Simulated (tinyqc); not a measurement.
Worked calculation (part 1 of 2): UHF in the sto-3g basis, for BeH2, spin multiplicity 1. Computed by tinyqc, a small Python program that keeps every step (integrals from PySCF). Settings: charge = 0, multiplicity = 1, basis = sto-3g, energy threshold = 1e-09, iteration cap = 87, orthogonalisation = symmetric, start = Wolfsberg-Helmholz matrix, DIIS depth = 6, method = UHF, break = 0.7. Command: `OMP_NUM_THREADS=1 python tinyqc.py 30999 31000 out.jsonl` (the two numbers bound the seeds that draw the settings). One thread of a shared host (Intel(R) Xeon(R) Processor @ 2.60GHz), about 0.1 s of CPU time with the checks. Later iterations appear only in the table of the cycle.

## One-electron integrals

Geometry (angstrom):
```
atom         x          y         z
Be    0.000000   0.000000  0.000000
H     0.000000   1.401000  0.081000
H     0.000000  -1.401000  0.081000
```

Basis sto-3g: exponents (1/bohr^2) and contraction coefficients of normalised primitives:
```
element  l (shell)   exponent  coefficient
Be           s (1)  30.167871     0.154329
Be           s (1)   5.495115     0.535328
Be           s (1)   1.487193     0.444635
Be           s (2)   1.314833    -0.099967
Be           s (2)   0.305539     0.399513
Be           s (2)   0.099371     0.700115
Be           p (3)   1.314833     0.155916
Be           p (3)   0.305539     0.607684
Be           p (3)   0.099371     0.391957
H            s (1)   3.425251     0.154329
H            s (1)   0.623914     0.535328
H            s (1)   0.168855     0.444635
```

Overlap, kinetic and nuclear-attraction integrals over the contracted functions; the nuclear repulsion is the sum of Za Zb / Rab.

nuclear repulsion = 3.20553071 hartree

overlap S, order 1Be 1s, 1Be 2s, 1Be 2px, 1Be 2py, 1Be 2pz, 2H 1s, 3H 1s:
```
[[1.000000, 0.259517, 0.000000, 0.000000, 0.000000, 0.060434, 0.060434],
 [0.259517, 1.000000, 0.000000, 0.000000, 0.000000, 0.434584, 0.434584],
 [0.000000, 0.000000, 1.000000, 0.000000, 0.000000, 0.000000, 0.000000],
 [0.000000, 0.000000, 0.000000, 1.000000, 0.000000, 0.506547, -0.506547],
 [0.000000, 0.000000, 0.000000, 0.000000, 1.000000, 0.029286, 0.029286],
 [0.060434, 0.434584, 0.000000, 0.506547, 0.029286, 1.000000, 0.027493],
 [0.060434, 0.434584, 0.000000, -0.506547, 0.029286, 0.027493, 1.000000]]
```

kinetic energy T (hartree), order 1Be 1s, 1Be 2s, 1Be 2px, 1Be 2py, 1Be 2pz, 2H 1s, 3H 1s:
```
[[6.693975, -0.033012, 0.000000, 0.000000, 0.000000, -0.015391, -0.015391],
 [-0.033012, 0.211111, 0.000000, 0.000000, 0.000000, 0.059659, 0.059659],
 [0.000000, 0.000000, 0.660592, 0.000000, 0.000000, 0.000000, 0.000000],
 [0.000000, 0.000000, 0.000000, 0.660592, 0.000000, 0.172884, -0.172884],
 [0.000000, 0.000000, 0.000000, 0.000000, 0.660592, 0.009995, 0.009995],
 [-0.015391, 0.059659, 0.000000, 0.172884, 0.009995, 0.760032, -0.008350],
 [-0.015391, 0.059659, 0.000000, -0.172884, 0.009995, -0.008350, 0.760032]]
```

nuclear attraction V (hartree), order 1Be 1s, 1Be 2s, 1Be 2px, 1Be 2py, 1Be 2pz, 2H 1s, 3H 1s:
```
[[-15.315261, -2.094965, 0.000000, 0.000000, -0.001895, -0.486414, -0.486414],
 [-2.094965, -3.026354, 0.000000, 0.000000, -0.016260, -1.257640, -1.257640],
 [0.000000, 0.000000, -2.935118, 0.000000, 0.000000, 0.000000, 0.000000],
 [0.000000, 0.000000, 0.000000, -3.153183, 0.000000, -1.432044, 1.432044],
 [-0.001895, -0.016260, 0.000000, 0.000000, -2.935847, -0.084517, -0.084517],
 [-0.486414, -1.257640, 0.000000, -1.432044, -0.084517, -2.914612, -0.093382],
 [-0.486414, -1.257640, 0.000000, 1.432044, -0.084517, -0.093382, -2.914612]]
```

core Hamiltonian H = T + V (hartree), order 1Be 1s, 1Be 2s, 1Be 2px, 1Be 2py, 1Be 2pz, 2H 1s, 3H 1s:
```
[[-8.621286, -2.127977, 0.000000, 0.000000, -0.001895, -0.501805, -0.501805],
 [-2.127977, -2.815243, 0.000000, 0.000000, -0.016260, -1.197982, -1.197982],
 [0.000000, 0.000000, -2.274526, 0.000000, 0.000000, 0.000000, 0.000000],
 [0.000000, 0.000000, 0.000000, -2.492591, 0.000000, -1.259160, 1.259160],
 [-0.001895, -0.016260, 0.000000, 0.000000, -2.275255, -0.074521, -0.074521],
 [-0.501805, -1.197982, 0.000000, -1.259160, -0.074521, -2.154580, -0.101732],
 [-0.501805, -1.197982, 0.000000, 1.259160, -0.074521, -0.101732, -2.154580]]
```

## Two-electron integrals

Functions are numbered as in S; the eight-fold symmetry (ij|kl) = (ji|kl) = (kl|ij) leaves the list below.

Two-electron integrals (ij|kl) in chemists' order, unique and non-zero (hartree):
```
(11|11) 2.298831    (21|11) 0.392036    (21|21) 0.079539    (22|11) 0.570988
(22|21) 0.143041    (22|22) 0.417683    (31|31) 0.014607    (32|31) 0.021888
(32|32) 0.092265    (33|11) 0.569578    (33|21) 0.143083    (33|22) 0.417589
(33|33) 0.449859    (41|41) 0.014607    (42|41) 0.021888    (42|42) 0.092265
(43|43) 0.024249    (44|11) 0.569578    (44|21) 0.143083    (44|22) 0.417589
(44|33) 0.401360    (44|44) 0.449859    (51|51) 0.014607    (52|51) 0.021888
(52|52) 0.092265    (53|53) 0.024249    (54|54) 0.024249    (55|11) 0.569578
(55|21) 0.143083    (55|22) 0.417589    (55|33) 0.401360    (55|44) 0.401360
(55|55) 0.449859    (61|11) 0.090262    (61|21) 0.018301    (61|22) 0.033170
(61|33) 0.032931    (61|41) 0.001629    (61|42) 0.003059    (61|44) 0.033665
(61|51) 0.000094    (61|52) 0.000177    (61|54) 0.000042    (61|55) 0.032934
(61|61) 0.004419    (62|11) 0.208661    (62|21) 0.052982    (62|22) 0.167245
(62|33) 0.161030    (62|41) 0.006946    (62|42) 0.041679    (62|44) 0.179465
(62|51) 0.000402    (62|52) 0.002410    (62|54) 0.001066    (62|55) 0.161092
(62|61) 0.013480    (62|62) 0.097687    (63|31) 0.004996    (63|32) 0.023047
(63|43) 0.007321    (63|53) 0.000423    (63|63) 0.009284    (64|11) 0.219863
(64|21) 0.056532    (64|22) 0.187221    (64|33) 0.176128    (64|41) 0.011334
(64|42) 0.065009    (64|44) 0.209154    (64|51) 0.000366    (64|52) 0.002426
(64|54) 0.001486    (64|55) 0.176190    (64|61) 0.015072    (64|62) 0.124679
(64|64) 0.164836    (65|11) 0.012712    (65|21) 0.003268    (65|22) 0.010824
(65|33) 0.010183    (65|41) 0.000366    (65|42) 0.002426    (65|44) 0.011246
(65|51) 0.005017    (65|52) 0.023187    (65|54) 0.007382    (65|55) 0.011033
(65|61) 0.000871    (65|62) 0.007208    (65|64) 0.008993    (65|65) 0.009804
(66|11) 0.374354    (66|21) 0.096801    (66|22) 0.341521    (66|33) 0.316704
(66|41) 0.015284    (66|42) 0.116950    (66|44) 0.390639    (66|51) 0.000884
(66|52) 0.006762    (66|54) 0.004275    (66|55) 0.316951    (66|61) 0.025348
(66|62) 0.250674    (66|64) 0.340409    (66|65) 0.019681    (66|66) 0.774606
(71|11) 0.090262    (71|21) 0.018301    (71|22) 0.033170    (71|33) 0.032931
(71|41) -0.001629   (71|42) -0.003059   (71|44) 0.033665    (71|51) 0.000094
(71|52) 0.000177    (71|54) -0.000042   (71|55) 0.032934    (71|61) 0.004031
(71|62) 0.011375    (71|64) 0.011668    (71|65) 0.000740    (71|66) 0.020486
(71|71) 0.004419    (72|11) 0.208661    (72|21) 0.052982    (72|22) 0.167245
(72|33) 0.161030    (72|41) -0.006946   (72|42) -0.041679   (72|44) 0.179465
(72|51) 0.000402    (72|52) 0.002410    (72|54) -0.001066   (72|55) 0.161092
(72|61) 0.011375    (72|62) 0.051922    (72|64) 0.052737    (72|65) 0.003777
(72|66) 0.098683    (72|71) 0.013480    (72|72) 0.097687    (73|31) 0.004996
(73|32) 0.023047    (73|43) -0.007321   (73|53) 0.000423    (73|63) 0.003966
(73|73) 0.009284    (74|11) -0.219863   (74|21) -0.056532   (74|22) -0.187221
(74|33) -0.176128   (74|41) 0.011334    (74|42) 0.065009    (74|44) -0.209154
(74|51) -0.000366   (74|52) -0.002426   (74|54) 0.001486    (74|55) -0.176190
(74|61) -0.011668   (74|62) -0.052737   (74|64) -0.051353   (74|65) -0.003776
(74|66) -0.098707   (74|71) -0.015072   (74|72) -0.124679   (74|74) 0.164836
(75|11) 0.012712    (75|21) 0.003268    (75|22) 0.010824    (75|33) 0.010183
(75|41) -0.000366   (75|42) -0.002426   (75|44) 0.011246    (75|51) 0.005017
(75|52) 0.023187    (75|54) -0.007382   (75|55) 0.011033    (75|61) 0.000740
(75|62) 0.003777    (75|64) 0.003776    (75|65) 0.004234    (75|66) 0.007350
(75|71) 0.000871    (75|72) 0.007208    (75|74) -0.008993   (75|75) 0.009804
(76|11) 0.017243    (76|21) 0.004265    (76|22) 0.012040    (76|33) 0.011848
(76|44) 0.012404    (76|51) 0.000064    (76|52) 0.000309    (76|55) 0.011860
(76|61) 0.000994    (76|62) 0.004957    (76|64) 0.005637    (76|65) 0.000400
(76|66) 0.010410    (76|71) 0.000994    (76|72) 0.004957    (76|74) -0.005637
(76|75) 0.000400    (76|76) 0.000354    (77|11) 0.374354    (77|21) 0.096801
(77|22) 0.341521    (77|33) 0.316704    (77|41) -0.015284   (77|42) -0.116950
(77|44) 0.390639    (77|51) 0.000884    (77|52) 0.006762    (77|54) -0.004275
(77|55) 0.316951    (77|61) 0.020486    (77|62) 0.098683    (77|64) 0.098707
(77|65) 0.007350    (77|66) 0.188832    (77|71) 0.025348    (77|72) 0.250674
(77|74) -0.340409   (77|75) 0.019681    (77|76) 0.010410    (77|77) 0.774606
```

## Orthogonalisation

S = U s U^T; symmetric (Loewdin) form X = U s^(-1/2) U^T, so that X^T S X = 1.

eigenvalues of S: [0.269756, 0.370615, 0.939138, 1.000000, 1.004227, 1.702750, 1.713513]

X, order 1Be 1s, 1Be 2s, 1Be 2px, 1Be 2py, 1Be 2pz, 2H 1s, 3H 1s:
```
[[1.028511, -0.153049, 0.000000, 0.000000, -0.001149, 0.019537, 0.019537],
 [-0.153049, 1.228653, 0.000000, 0.000000, 0.013328, -0.289235, -0.289235],
 [0.000000, 0.000000, 1.000000, 0.000000, 0.000000, 0.000000, 0.000000],
 [0.000000, 0.000000, 0.000000, 1.334739, 0.000000, -0.409702, 0.409702],
 [-0.001149, 0.013328, 0.000000, 0.000000, 1.000879, -0.019148, -0.019148],
 [0.019537, -0.289235, 0.000000, -0.409702, -0.019148, 1.267640, -0.089336],
 [0.019537, -0.289235, 0.000000, 0.409702, -0.019148, -0.089336, 1.267640]]
```

## Starting guess

The start is the generalised Wolfsberg-Helmholz matrix (K = 1.75) built on H, with HOMO and LUMO mixed by +/-0.7 rad for the two spins; D(s) = C_occ C_occ^T for each spin.

D(alpha) at the start, order 1Be 1s, 1Be 2s, 1Be 2px, 1Be 2py, 1Be 2pz, 2H 1s, 3H 1s:
```
[[0.994425, -0.003298, 0.000000, 0.000000, -0.114287, -0.061779, -0.061779],
 [-0.003298, 0.168707, 0.000000, 0.000000, 0.271807, 0.117705, 0.117705],
 [0.000000, 0.000000, 0.000000, 0.000000, 0.000000, 0.000000, 0.000000],
 [0.000000, 0.000000, 0.000000, 0.368049, 0.000000, 0.203685, -0.203685],
 [-0.114287, 0.271807, 0.000000, 0.000000, 0.449856, 0.196155, 0.196155],
 [-0.061779, 0.117705, 0.000000, 0.203685, 0.196155, 0.198401, -0.027044],
 [-0.061779, 0.117705, 0.000000, -0.203685, 0.196155, -0.027044, 0.198401]]
```

D(beta) at the start, order 1Be 1s, 1Be 2s, 1Be 2px, 1Be 2py, 1Be 2pz, 2H 1s, 3H 1s:
```
[[1.003959, -0.029510, 0.000000, 0.000000, 0.121786, -0.070320, -0.070320],
 [-0.029510, 0.239723, 0.000000, 0.000000, -0.298430, 0.143418, 0.143418],
 [0.000000, 0.000000, 0.000000, 0.000000, 0.000000, 0.000000, 0.000000],
 [0.000000, 0.000000, 0.000000, 0.368049, 0.000000, 0.203685, -0.203685],
 [0.121786, -0.298430, 0.000000, 0.000000, 0.378744, -0.183018, -0.183018],
 [-0.070320, 0.143418, 0.000000, 0.203685, -0.183018, 0.201297, -0.024148],
 [-0.070320, 0.143418, 0.000000, -0.203685, -0.183018, -0.024148, 0.201297]]
```

## Iteration 1: building the Fock matrix

J_ij = sum D_kl (ij|kl) with D = D(alpha) + D(beta), K_ij = sum D_kl (ik|jl) for each spin; F = H + J - K(s); E = tr D H + tr D J / 2 - 0.5 sum_s tr D(s) K(s) + E_nn.

Coulomb J (hartree), order 1Be 1s, 1Be 2s, 1Be 2px, 1Be 2py, 1Be 2pz, 2H 1s, 3H 1s:
```
[[6.519323, 1.275428, 0.000000, 0.000000, 0.000984, 0.295580, 0.295580],
 [1.275428, 2.690243, 0.000000, 0.000000, 0.008384, 1.102812, 1.102812],
 [0.000000, 0.000000, 2.617698, 0.000000, 0.000000, 0.000000, 0.000000],
 [0.000000, 0.000000, 0.000000, 2.785182, 0.000000, 1.248952, -1.248952],
 [0.000984, 0.008384, 0.000000, 0.000000, 2.658288, 0.072717, 0.072717],
 [0.295580, 1.102812, 0.000000, 1.248952, 0.072717, 2.343901, 0.080183],
 [0.295580, 1.102812, 0.000000, -1.248952, 0.072717, 0.080183, 2.343901]]
```

exchange K(alpha) (hartree), order 1Be 1s, 1Be 2s, 1Be 2px, 1Be 2py, 1Be 2pz, 2H 1s, 3H 1s:
```
[[2.298043, 0.431014, 0.000000, 0.000000, -0.007335, 0.102972, 0.102972],
 [0.431014, 0.361534, 0.000000, 0.000000, 0.198763, 0.225068, 0.225068],
 [0.000000, 0.000000, 0.069162, 0.000000, 0.000000, 0.000000, 0.000000],
 [0.000000, 0.000000, 0.000000, 0.473989, 0.000000, 0.302773, -0.302773],
 [-0.007335, 0.198763, 0.000000, 0.000000, 0.269253, 0.126686, 0.126686],
 [0.102972, 0.225068, 0.000000, 0.302773, 0.126686, 0.443950, -0.016533],
 [0.102972, 0.225068, 0.000000, -0.302773, 0.126686, -0.016533, 0.443950]]
```

exchange K(beta) (hartree), order 1Be 1s, 1Be 2s, 1Be 2px, 1Be 2py, 1Be 2pz, 2H 1s, 3H 1s:
```
[[2.302723, 0.426561, 0.000000, 0.000000, 0.007691, 0.101209, 0.101209],
 [0.426561, 0.390498, 0.000000, 0.000000, -0.192095, 0.232536, 0.232536],
 [0.000000, 0.000000, 0.074617, 0.000000, 0.000000, 0.000000, 0.000000],
 [0.000000, 0.000000, 0.000000, 0.482511, 0.000000, 0.304865, -0.304865],
 [0.007691, -0.192095, 0.000000, 0.000000, 0.228368, -0.099541, -0.099541],
 [0.101209, 0.232536, 0.000000, 0.304865, -0.099541, 0.441490, -0.017969],
 [0.101209, 0.232536, 0.000000, -0.304865, -0.099541, -0.017969, 0.441490]]
```

F(alpha) (hartree), order 1Be 1s, 1Be 2s, 1Be 2px, 1Be 2py, 1Be 2pz, 2H 1s, 3H 1s:
```
[[-4.400005, -1.283563, 0.000000, 0.000000, 0.006424, -0.309197, -0.309197],
 [-1.283563, -0.486534, 0.000000, 0.000000, -0.206638, -0.320237, -0.320237],
 [0.000000, 0.000000, 0.274009, 0.000000, 0.000000, 0.000000, 0.000000],
 [0.000000, 0.000000, 0.000000, -0.181399, 0.000000, -0.312981, 0.312981],
 [0.006424, -0.206638, 0.000000, 0.000000, 0.113780, -0.128490, -0.128490],
 [-0.309197, -0.320237, 0.000000, -0.312981, -0.128490, -0.254629, -0.005015],
 [-0.309197, -0.320237, 0.000000, 0.312981, -0.128490, -0.005015, -0.254629]]
```

F(beta) (hartree), order 1Be 1s, 1Be 2s, 1Be 2px, 1Be 2py, 1Be 2pz, 2H 1s, 3H 1s:
```
[[-4.404685, -1.279110, 0.000000, 0.000000, -0.008602, -0.307434, -0.307434],
 [-1.279110, -0.515498, 0.000000, 0.000000, 0.184219, -0.327705, -0.327705],
 [0.000000, 0.000000, 0.268555, 0.000000, 0.000000, 0.000000, 0.000000],
 [0.000000, 0.000000, 0.000000, -0.189921, 0.000000, -0.315073, 0.315073],
 [-0.008602, 0.184219, 0.000000, 0.000000, 0.154665, 0.097737, 0.097737],
 [-0.307434, -0.327705, 0.000000, -0.315073, 0.097737, -0.252168, -0.003580],
 [-0.307434, -0.327705, 0.000000, 0.315073, 0.097737, -0.003580, -0.252168]]
```

total energy of this density = -15.26745064 hartree

## Iteration 1: diagonalisation and new density

Diagonalise F' = X^T F X, C = X C', fill 3 alpha and 3 beta electrons from the bottom; D(s) = C_occ C_occ^T. Each column has its largest component positive (the first on a tie).

F' = X^T F X (alpha) (hartree):
```
[[-4.283079, -0.722313, 0.000000, 0.000000, 0.031823, -0.044365, -0.044365],
 [-0.722313, -0.002573, 0.000000, 0.000000, -0.170822, -0.268819, -0.268819],
 [0.000000, 0.000000, 0.274009, 0.000000, 0.000000, 0.000000, 0.000000],
 [0.000000, 0.000000, 0.000000, 0.277643, 0.000000, -0.433974, 0.433974],
 [0.031823, -0.170822, 0.000000, 0.000000, 0.118359, -0.094665, -0.094665],
 [-0.044365, -0.268819, 0.000000, -0.433974, -0.094665, 0.087208, -0.088273],
 [-0.044365, -0.268819, 0.000000, 0.433974, -0.094665, -0.088273, 0.087208]]
```

orbital energies (alpha) (hartree): [-4.405167, -0.399463, -0.389292, 0.199964, 0.274009, 0.436308, 0.842416]

coefficients C (alpha), order 1Be 1s, 1Be 2s, 1Be 2px, 1Be 2py, 1Be 2pz, 2H 1s, 3H 1s:
```
[[0.989781, -0.197811, 0.000000, 0.035208, 0.000000, -0.248976, 0.000000],
 [0.039308, 0.485286, 0.000000, 0.038556, 0.000000, 1.209119, 0.000000],
 [0.000000, 0.000000, 0.000000, 0.000000, 1.000000, 0.000000, 0.000000],
 [0.000000, 0.000000, 0.477461, 0.000000, 0.000000, 0.000000, 1.374507],
 [0.000391, 0.374416, 0.000000, 0.917207, 0.000000, -0.145652, 0.000000],
 [-0.004717, 0.387943, 0.428637, -0.323007, 0.000000, -0.723705, -0.951219],
 [-0.004717, 0.387943, -0.428637, -0.323007, 0.000000, -0.723705, 0.951219]]
```

F' = X^T F X (beta) (hartree):
```
[[-4.289723, -0.713811, 0.000000, 0.000000, -0.034707, -0.042323, -0.042323],
 [-0.713811, -0.027120, 0.000000, 0.000000, 0.181623, -0.276638, -0.276638],
 [0.000000, 0.000000, 0.268555, 0.000000, 0.000000, 0.000000, 0.000000],
 [0.000000, 0.000000, 0.000000, 0.267381, 0.000000, -0.434375, 0.434375],
 [-0.034707, 0.181623, 0.000000, 0.000000, 0.152441, 0.057796, 0.057796],
 [-0.042323, -0.276638, 0.000000, -0.434375, 0.057796, 0.088596, -0.090563],
 [-0.042323, -0.276638, 0.000000, 0.434375, 0.057796, -0.090563, 0.088596]]
```

orbital energies (beta) (hartree): [-4.409485, -0.396268, -0.392610, 0.187800, 0.268555, 0.451584, 0.839151]

coefficients C (beta), order 1Be 1s, 1Be 2s, 1Be 2px, 1Be 2py, 1Be 2pz, 2H 1s, 3H 1s:
```
[[0.990140, -0.207812, 0.000000, 0.006977, 0.000000, -0.241686, 0.000000],
 [0.038069, 0.523364, 0.000000, -0.203925, 0.000000, 1.176248, 0.000000],
 [0.000000, 0.000000, 0.000000, 0.000000, 1.000000, 0.000000, 0.000000],
 [0.000000, 0.000000, 0.485257, 0.000000, 0.000000, 0.000000, 1.371774],
 [0.000797, -0.332434, 0.000000, 0.882844, 0.000000, 0.335775, 0.000000],
 [-0.004704, 0.388448, 0.423230, 0.362543, 0.000000, -0.704452, -0.953637],
 [-0.004704, 0.388448, -0.423230, 0.362543, 0.000000, -0.704452, 0.953637]]
```

D(alpha) after iteration 1, order 1Be 1s, 1Be 2s, 1Be 2px, 1Be 2py, 1Be 2pz, 2H 1s, 3H 1s:
```
[[1.018796, -0.057089, 0.000000, 0.000000, -0.073676, -0.081408, -0.081408],
 [-0.057089, 0.237047, 0.000000, 0.000000, 0.181714, 0.188078, 0.188078],
 [0.000000, 0.000000, 0.000000, 0.000000, 0.000000, 0.000000, 0.000000],
 [0.000000, 0.000000, 0.000000, 0.227969, 0.000000, 0.204657, -0.204657],
 [-0.073676, 0.181714, 0.000000, 0.000000, 0.140188, 0.145250, 0.145250],
 [-0.081408, 0.188078, 0.000000, 0.204657, 0.145250, 0.334252, -0.033208],
 [-0.081408, 0.188078, 0.000000, -0.204657, 0.145250, -0.033208, 0.334252]]
```

D(beta) after iteration 1, order 1Be 1s, 1Be 2s, 1Be 2px, 1Be 2py, 1Be 2pz, 2H 1s, 3H 1s:
```
[[1.023564, -0.071067, 0.000000, 0.000000, 0.069873, -0.085382, -0.085382],
 [-0.071067, 0.275359, 0.000000, 0.000000, -0.173953, 0.203121, 0.203121],
 [0.000000, 0.000000, 0.000000, 0.000000, 0.000000, 0.000000, 0.000000],
 [0.000000, 0.000000, 0.000000, 0.235474, 0.000000, 0.205375, -0.205375],
 [0.069873, -0.173953, 0.000000, 0.000000, 0.110513, -0.129137, -0.129137],
 [-0.085382, 0.203121, 0.000000, 0.205375, -0.129137, 0.330037, -0.028209],
 [-0.085382, 0.203121, 0.000000, -0.205375, -0.129137, -0.028209, 0.330037]]
```
